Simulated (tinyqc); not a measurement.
Worked calculation: Born-von Karman spring model of a cubic crystal with one atom per cell. Computed by tinyqc, a small Python program that keeps every step. Command: `OMP_NUM_THREADS=1 python tinyqc.py 3004946 3004947 out.jsonl springs walk`. One thread of a shared host (Intel(R) Xeon(R) Processor @ 2.30GHz), about 0.1 s of CPU time with the checks. Intermediate numbers are printed to about 7 digits and carried at full precision; extremes and crossings named in words are read from the listed rows.

First neighbours lie at a/2 (1,1,0) (12 of them), second at a (1,0,0) (6), with all permutations and signs; the volume per atom is Omega = a^3/4. Two shells of springs match a real metal only roughly, above all at the zone boundary.

Inputs (values chosen for the exercise, modelled on gold):

| quantity | value | unit |
|---|---|---|
| lattice constant a | 4.08 | angstrom |
| atomic mass M | 196.97 | u |
| radial spring k1L | 2.2 | eV/angstrom^2 |
| transverse spring k1T | -0.31 | eV/angstrom^2 |
| radial spring k2L | 0.26 | eV/angstrom^2 |
| transverse spring k2T | -0.071 | eV/angstrom^2 |
| mesh divisions n | 8 | - |
| temperature T | 200 | K |

Lattice: fcc.

wave vector q (2 pi/a): 0.33  0.16  0

Constants: nu for 1 eV/(angstrom^2 u) = 15.6333042 THz; 1 eV/angstrom^3 = 160.2176634 GPa; u = 1.6605390666e-27 kg; h x 1 THz = 4.135667696 meV; k_B = 8.617333262e-05 eV/K; hbar^2/u = 4.18015928e-03 eV angstrom^2; hbar = 1.054571817e-34 J s; k_B = 1.380649e-23 J/K.

## Dynamical matrix at q

A neighbour at R with unit vector n couples by the matrix K(R) = kL n n^T + kT (1 - n n^T), and D(q) = (1/M) sum_R K(R) [1 - cos(q.R)].

D(q) (eV/(angstrom^2 u)):
```
            x           y           z
x  0.02285056  0.01056822  0.00000000
y  0.01056822  0.01007039  0.00000000
z  0.00000000  0.00000000  0.00690561
```

## Frequencies and polarisations

Diagonalise D. An eigenvalue lambda of D in eV/(angstrom^2 u) gives nu = 15.6333042 THz x sqrt(lambda). Eigenvectors are columns, with the largest component positive; the longitudinal weight is (e.q)^2/q^2.

eigenvalues (eV/(angstrom^2 u)): 0.00411056  0.00690561  0.02881039

frequencies (THz): 1.002308  1.299127  2.653538

polarisation vectors:
```
      mode 1    mode 2    mode 3
x  -0.491213  0.000000  0.871039
y   0.871039  0.000000  0.491213
z   0.000000  1.000000  0.000000
```

longitudinal weights: 0.0038426  0.0000000  0.9961574

Mode 3 is the most longitudinal, with weight 1.00.

## Elastic constants from long waves

[ij,kl] = (1/(2 Omega)) sum_R K_ij R_k R_l; C11 = [xx,xx], C44 = [xx,yy], C12 = 2 [xy,xy] - C44; B = (C11 + 2 C12)/3; Zener ratio A = 2 C44/(C11 - C12). K(R) = kL n n^T + kT (1 - n n^T).

C11 = 189.2767 GPa

C12 = 158.4113 GPa

C44 = 38.71927 GPa

bulk modulus B = 168.6998 GPa

Zener ratio A = 2.508906

C12 - C44 = 119.69 GPa: the Cauchy relation fails because sum_R kT R^2 is not zero; a negative sum gives a positive Cauchy pressure.

## Sound velocities

rho = M/Omega and v = sqrt(C/rho), with C = C11, C44, C44 along [100]; (C11 + C12 + 2 C44)/2, C44, (C11 - C12)/2 along [110]; (C11 + 2 C12 + 4 C44)/3 and twice (C11 - C12 + C44)/3 along [111].

density rho = 19263.21 kg/m^3

Velocities (m/s):

| direction | longitudinal | transverse 1 | transverse 2 |
|---|---|---|---|
| [100] | 3134.616 | 1417.749 | 1417.749 |
| [110] | 3321.848 | 1417.749 | 895.070 |
| [111] | 3381.956 | 1097.317 | 1097.317 |

Along [110] the two transverse waves differ by a factor sqrt(2 C44/(C11 - C12)) = 1.584.

## Frequencies at the zone boundary

The formulas are those given above.

Frequencies (THz) at points given in 2 pi/a:

| point | nu 1 | nu 2 | nu 3 |
|---|---|---|---|
| X (1, 0, 0) | 2.510629 | 2.510629 | 4.331383 |
| L (0.5, 0.5, 0.5) | 1.482800 | 1.482800 | 4.570025 |
| W (1, 0.5, 0) | 2.755665 | 3.489940 | 3.489940 |
| K (0.75, 0.75, 0) | 2.253862 | 3.362842 | 3.858981 |

## Highest frequency at X

Take the highest frequency at X = (1, 0, 0) (2 pi/a).

highest frequency at X = 4.331383 THz

## Dispersion against the sound-wave line

The last column divides the top branch by the straight line with its slope at G. End points in 2 pi/a: X = (1, 0, 0), L = (0.5, 0.5, 0.5).

Frequencies (THz) along two lines:

| line | fraction of the way | nu 1 | nu 2 | nu 3 | nu 3 / linear |
|---|---|---|---|---|---|
| G-X | 0.10 | 0.347278 | 0.347278 | 0.763110 | 0.9932600 |
| G-X | 0.25 | 0.864232 | 0.864232 | 1.841924 | 0.9589755 |
| G-X | 0.40 | 1.363446 | 1.363446 | 2.765670 | 0.8999456 |
| G-X | 0.55 | 1.816835 | 1.816835 | 3.479471 | 0.8234294 |
| G-X | 0.70 | 2.184827 | 2.184827 | 3.967206 | 0.7376708 |
| G-X | 0.85 | 2.426339 | 2.426339 | 4.243164 | 0.6497508 |
| G-X | 1.00 | 2.510629 | 2.510629 | 4.331383 | 0.5637707 |
| G-L | 0.10 | 0.231961 | 0.231961 | 0.714909 | 0.9958927 |
| G-L | 0.25 | 0.567443 | 0.567443 | 1.748873 | 0.9744954 |
| G-L | 0.40 | 0.871568 | 0.871568 | 2.686193 | 0.9354893 |
| G-L | 0.55 | 1.127530 | 1.127530 | 3.475074 | 0.8801627 |
| G-L | 0.70 | 1.321185 | 1.321185 | 4.071922 | 0.8103320 |
| G-L | 0.85 | 1.441830 | 1.441830 | 4.443755 | 0.7282705 |
| G-L | 1.00 | 1.482800 | 1.482800 | 4.570025 | 0.6366198 |

Along G-X the top branch ends at 56 % of its linear extrapolation. Along G-L the top branch ends at 64 % of its linear extrapolation, which is the 2/pi of a pure sine: planes normal to this line couple to their next planes alone. A Debye model keeps the straight line throughout.

## Thermal sums on a mesh

Mesh: q = sum_i (m_i + 1/2)/n b_i, m_i = 0..n-1, with b = [[-1, 1, 1], [1, -1, 1], [1, 1, -1]] in 2 pi/a; sums are averages over the n^3 points, per atom. With x = h nu/(k_B T) and n = 1/(exp(x) - 1) for each mode: F = k_B T [x/2 + ln(1 - exp(-x))], U = k_B T x (n + 1/2), S/k_B = x n - ln(1 - exp(-x)), C/k_B = x^2 n (n + 1). <u_x^2> = (1/3) sum over modes of hbar^2/(2 M h nu) coth(x/2); zero-point energy = sum h nu/2. <u_x^2> converges slowly with the mesh, from below, with an error of order 1/n.

free energy F = -26.45342 meV/atom

energy U = 53.69947 meV/atom

entropy S = 4.650679 k_B/atom

heat capacity C = 2.886807 k_B/atom

<u_x^2> = 0.006100980 angstrom^2

zero-point energy = 16.53949 meV/atom

C is 96 % of the classical 3 k_B, and the zero-point energy is 31 % of U.

## Debye temperature from the elastic constants

Christoffel matrix G_xx = C11 n_x^2 + C44 (1 - n_x^2), G_xy = (C12 + C44) n_x n_y, with eigenvalues rho v^2; v_m^-3 is the mean of v^-3 over three branches and all directions (12 Gauss-Legendre points in cos(theta) times 24 angles phi = (j + 1/2) pi/12); q_D = (6 pi^2/Omega)^(1/3); Theta = hbar v_m q_D/k_B.

mean velocity v_m = 1327.922 m/s

Debye wave number q_D = 1.516504 1/angstrom

elastic Debye temperature = 153.8186 K

## Full spectrum, Debye and Einstein heat capacities

Mesh: q = sum_i (m_i + 1/2)/n b_i, m_i = 0..n-1, with b = [[-1, 1, 1], [1, -1, 1], [1, 1, -1]] in 2 pi/a; sums are averages over the n^3 points (here n = 14), per atom. Debye: C = 9 k_B (T/Theta)^3 int_0^(Theta/T) x^4 e^x/(e^x - 1)^2 dx with the elastic Theta. Einstein: three modes at the root-mean-square frequency. The last column is the Theta that makes the Debye formula give the full C at that T.

root-mean-square frequency = 2.852136 THz

Heat capacity (k_B/atom):

| T (K) | full spectrum | Debye | Einstein | Theta from C (K) |
|---|---|---|---|---|
| 18 | 0.368477 | 0.349574 | 0.086518 | 150.7574 |
| 28 | 0.887753 | 0.941766 | 0.548231 | 158.8438 |
| 38 | 1.364134 | 1.487845 | 1.121673 | 164.7094 |
| 54 | 1.915835 | 2.064047 | 1.802587 | 169.8526 |
| 77 | 2.360305 | 2.477298 | 2.320714 | 173.0721 |
| 120 | 2.703264 | 2.767302 | 2.694833 | 175.1452 |
| 150 | 2.803875 | 2.848003 | 2.800208 | 175.6980 |
| 230 | 2.913706 | 2.933968 | 2.913000 | 176.2759 |

The apparent Theta runs from 151 to 176 K against the elastic 154 K; at high T it tends to sqrt(5/3) h nu_rms/k_B = 177 K. At the lowest T the Debye value is 0.95 and the Einstein value 0.23 times the full one; dispersion bends the branches below the sound lines, so the real spectrum has more low modes than Debye assumes. At the highest T Debye misses by 0.70 % and Einstein by 0.024 %.

Checks made by the program: slopes of the dispersion along [110] against the sound velocities (relative difference 2e-08); F = U - T S (relative difference below 1e-10).
